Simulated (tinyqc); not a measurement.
# Partial widths from the peak

Inverse problem. A Breit-Wigner resonance has total width G = GL + GR and peak transmission Tp = 4 GL GR/G^2. GL is known to be the larger. Find GL, GR and the lifetime hbar/G.

Constants: q = 1.602176634e-19 C, hbar = 1.054571817e-34 J s. Results are converted to the units shown.

G = 12.014431 meV
Tp = 0.90783133

Answer. GL and GR have the sum G and the product Tp G^2/4, so they are (G/2)(1 +/- sqrt(1 - Tp)).

GL = 7.831 meV
GR = 4.183 meV
lifetime = 54.79 fs

Computed by the program tinyqc: `OMP_NUM_THREADS=1 python tinyqc.py 2600142 2600143 out.jsonl`, one thread of a shared Intel Xeon 2.30GHz, about 0.1 s for the whole run.
